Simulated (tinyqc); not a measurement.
Long-channel MOSFET, surface-potential model: two steps of the calculation.

n-channel transistor on a uniformly doped p-type body, gradual-channel approximation, constant mobility, Boltzmann statistics, full ionisation. Potentials are counted from the neutral body; V is the electron quasi-Fermi potential, Vsb at the source and Vsb + Vds at the drain. Charges are magnitudes per area.

Values chosen for this exercise; material values those of a made-up semiconductor:

| symbol | value | unit | meaning |
|---|---|---|---|
| T | 350 | K | temperature |
| Eg | 1.17 | eV | band gap |
| eps_r | 12.8 |  | relative permittivity of the semiconductor |
| Nc | 3.15e19 | cm^-3 | conduction-band density of states at T |
| Nv | 4.05e19 | cm^-3 | valence-band density of states at T |
| Na | 1.8e18 | cm^-3 | acceptor density of the body |
| eox | 4.08 |  | relative permittivity of the gate insulator |
| tox | 10 | nm | insulator thickness |
| Vfb | -1.03 | V | flat-band voltage |
| Vsb | 0 | V | source-body reverse bias |
| Vgs | 2.77 | V | gate-source voltage |

Constants: q = 1.602176634e-19 C, kB = 1.380649e-23 J/K, Vt = kB T/q, eps0 = 8.8541878128e-14 F/cm where lengths are in cm. Results are converted to the units shown.

Question 1. Body potential, insulator capacitance and body factor. ni = sqrt(Nc Nv) exp(-Eg/(2 Vt)), Eg in volts; phiF = Vt ln(Na/ni); Cox = eps0 eox/tox; gamma = sqrt(2 q eps0 eps_r Na)/Cox. VT = Vfb + 2 phiF + gamma sqrt(2 phiF + Vsb), m = 1 + gamma/(2 sqrt(2 phiF + Vsb)).

Find: ni; phiF; Cox; gamma; VT; m.

Answer 1.

ni = 1.347e11 cm^-3
phiF = 0.4949 V
Cox = 0.3613 uF/cm^2
gamma = 2.238 V^0.5
VT = 2.186 V
m = 2.125

Question 2. Surface potential at the source by Newton steps. With V = Vsb: G = psi - Vt + Vt e, e = exp((psi - 2 phiF - Vsb)/Vt); f = Vgs + Vsb - Vfb - psi - gamma sqrt(G); f' = -1 - gamma (1 + e)/(2 sqrt(G)); psi(new) = psi - f/f'.

psi after iteration 1 = 1.0843924 V
phiF = 0.49488421 V
gamma = 2.2380867 V^0.5

Find: G; f; f'; psi after iteration 2.

Answer 2.

G = 1.7492 V
f = -0.24443 V
f' = -21.342
psi after iteration 2 = 1.0729 V

Program tinyqc, `OMP_NUM_THREADS=1 python tinyqc.py 2360094 2360095 out.jsonl`; Intel Xeon 2.30GHz, shared host, one thread, about 0.04 s.
